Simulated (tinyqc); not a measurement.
MOSFET in the linear regime without short-channel effects, parameter extraction from computed curves: one step of the calculation.

Inversion charge Q = Cox n Vt W0(exp((Vg - VT)/(n Vt))), W0 the Lambert function and n = nf; u = Q/Cox; mobility mu = mu0/(1 + th1 u + th2 u^2); channel resistance Rch = (L - dL)/(W mu Q); Id = Vd/(Rch + Rsd/W). Cox = eps0 eox/tox. Small Vd, no channel-length or drain effects.

Task. Threshold and mobility at the peak transconductance. gm_i = (Id_(i+1) - Id_(i-1))/(Vg_(i+1) - Vg_(i-1)); at the point j of largest gm the tangent meets the axis at V_ext = Vg_j - Id_j/gm_j; field-effect mobility gm_j L/(W Cox Vd) with the drawn L.

Parameters, values chosen for the exercise; channel values of the order met in silicon transistors:
```
symbol,value,unit,meaning
eox,3.9,,relative permittivity of the gate insulator (close to silicon dioxide)
tox,1,nm,insulator thickness
mu0,190,cm^2/(V s),low-field mobility
VT,0.22,V,threshold voltage
W,0.5,um,gate width
L,0.19,um,drawn gate length
dL,0.014,um,drawn less effective length
Vd,0.01,V,drain voltage
```

Constants: eps0 = 8.8541878128e-14 F/cm where lengths are in cm. Results are converted to the units shown.

```
point,Vg (V),Id (uA)
0,-0.08,3.2790254e-4
1,0.07,0.015100116
2,0.22,0.40115048
3,0.37,1.8072900
4,0.52,3.3705541
5,0.67,4.7187714
6,0.82,5.8367670
7,0.97,6.7635019
8,1.12,7.5384863
9,1.27,8.1936287
10,1.42,8.7534494
11,1.57,9.2366342
```

Find: gm; j; V_ext; field-effect mobility.

Result.

```
point,gm (uS)
1,1.336
2,5.974
3,9.898
4,9.705
5,8.221
6,6.816
7,5.672
8,4.767
9,4.050
10,3.477
```

j = 3
V_ext = 0.1874 V
field-effect mobility = 108.9 cm^2/(V s)

V_ext is 33 mV below the model VT, and the mobility so found is 47 % below mu0 L/(L - dL) = 205 cm^2/(V s), the value for the drawn L; attenuation, series resistance and the slow approach of Q to a straight line all lower the peak gm.

Program tinyqc, `OMP_NUM_THREADS=1 python tinyqc.py 2210151 2210152 out.jsonl`; Intel Xeon 2.30GHz, shared host, one thread, about 0.01 s.
